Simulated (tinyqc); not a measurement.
# Ferroelectric switching, Landau-Khalatnikov equation: effects of single changes

One domain: rho dP/dt = E - (2 al P + 4 be P^3), with al = -3 sqrt(3) Ec/(4 Pr), be = 3 sqrt(3) Ec/(8 Pr^3), so that the static loop has remanence Pr and coercive field Ec. With P in uC/cm^2, E in kV/cm, rho in ohm m and t in ns, dP/dt = [E - 2 al P - 4 be P^3]/(100 rho).

Parameters, values chosen for the exercise; remanent polarisation and coercive field close to those of barium titanate films: remanent polarisation Pr = 24 uC/cm^2; static coercive field Ec = 45 kV/cm; viscosity of the polarisation rho = 34 ohm m; field amplitude Em = 130 kV/cm.

Each table varies one quantity; the others keep the values above.

## Coercive field against sweep rate

The field rises as E = 4 Em t/Tp (the first quarter of a triangular wave of period Tp) from P = -Pr; the dynamic coercive field Ed is E when P crosses zero.

Result of one run:
```
Tp (ns),dE/dt (kV/(cm ns)),Ed (kV/cm),Ed/Ec - 1
1.5e6,3.467e-4,48.55,0.07889
```

What becomes of these results when the period Tp is changed from 1.5e6 to 6.9e6 ns, all else the same?

Result of the changed run:
```
Tp (ns),dE/dt (kV/(cm ns)),Ed (kV/cm),Ed/Ec - 1
6.9e6,7.536e-5,46.31,0.02919
```

The whole series:
```
Tp (ns),dE/dt (kV/(cm ns)),Ed (kV/cm),Ed/Ec - 1
17000,0.03059,101.2,1.250
35000,0.01486,81.76,0.8168
75000,0.006933,68.27,0.5171
1.6e5,0.003250,59.64,0.3253
3.4e5,0.001529,54.15,0.2033
7.2e5,7.222e-4,50.69,0.1264
1.5e6,3.467e-4,48.55,0.07889
3.3e6,1.576e-4,47.13,0.04730
6.9e6,7.536e-5,46.31,0.02919
```

As the period grows, Ed falls from 101 to 46.3 kV/cm, towards the static Ec = 45 kV/cm. The excess Ed/Ec - 1 goes as Tp^(-0.59) between the first two rows and as Tp^(-0.65) between the last two; slow passage through a saddle-node point gives -2/3.

## Switching time against field

In the constant field E = Em the time to go from -Pr to 0 is the integral of dP/(dP/dt); tau = 100 rho/(-4 al). Near Ec the bottleneck estimate is pi 100 rho/sqrt(c (Em - Ec)) with c = 12 be Pr/sqrt(3); for large fields the time tends to 100 rho Pr/Em.

Switching time against field:
```
Em (kV/cm),Em/Ec,time (ns),time/tau,bottleneck estimate (ns),large-field limit (ns)
46.2,1.027,1.497e4,42.90,1.645e4,1766
47.3,1.051,1.040e4,29.79,1.188e4,1725
49.6,1.102,6918,19.82,8399,1645
54,1.200,4541,13.01,6005,1511
62.8,1.396,2853,8.175,4270,1299
80,1.778,1720,4.930,3045,1020
114,2.533,986.5,2.827,2169,715.8
181,4.022,541.9,1.553,1545,450.8
312,6.933,289.2,0.8288,1102,261.5
```

What does the table show?

The switching time falls from 15000 to 289 ns. Against Em - Ec it goes with exponent -0.56 between the first two rows (-1/2 at a saddle-node bottleneck) and -0.93 between the last two. The bottleneck estimate is 9.9 % above the time in the first row, the large-field limit 9.6 % below it in the last.

Program tinyqc, `OMP_NUM_THREADS=1 python tinyqc.py 2860145 2860146 out.jsonl`; Intel Xeon 2.30GHz, shared host, one thread, about 0.1 s.
